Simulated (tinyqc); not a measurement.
Worked calculation: Jacobi rotations on a symmetric matrix. Computed by tinyqc, a small Python program that keeps every step. Settings: method = jacobi. Command: `OMP_NUM_THREADS=1 python tinyqc.py 29976 29977 out.jsonl` (the two numbers bound the seeds that draw the settings). One thread of a shared host (Intel(R) Xeon(R) Processor @ 2.60GHz), about 0.01 s of CPU time with the checks.

## Jacobi rotation 1

A:
```
[[0.705000, -0.136000, -0.390000],
 [-0.136000, 1.693000, -0.644000],
 [-0.390000, -0.644000, 1.952000]]
```

Take the largest off-diagonal element A_pq; tan 2 theta = 2 A_pq / (A_qq - A_pp) with |theta| <= pi/4; A' = J^T A J with J_pp = J_qq = cos, J_pq = sin, J_qp = -sin.

p, q, theta (rad): [2.000000, 3.000000, -0.686178]

A':
```
[[0.705000, -0.352318, -0.215565],
 [-0.352318, 1.165609, 0.000000],
 [-0.215565, 0.000000, 2.479391]]
```

## Jacobi rotation 2

As before.

p, q, theta (rad): [1.000000, 2.000000, -0.495918]

A':
```
[[0.514391, 0.000000, -0.189596],
 [0.000000, 1.356217, 0.102574],
 [-0.189596, 0.102574, 2.479391]]
```

## All rotations

The off-diagonal norm falls at every rotation.

Rotations:
```
step  p  q      theta  off-diagonal norm
1     2  3  -0.686178           5.84e-01
2     1  2  -0.495918           3.05e-01
3     1  3  -0.095315           1.45e-01
4     2  3   0.088530           1.38e-02
5     1  2   0.011426           1.22e-03
6     1  3   0.000429           1.39e-05
7     2  3   0.000009           5.99e-09
8     1  2  -4.97e-09           5.09e-14
```

eigenvalues: [0.496153, 1.347265, 2.506581]
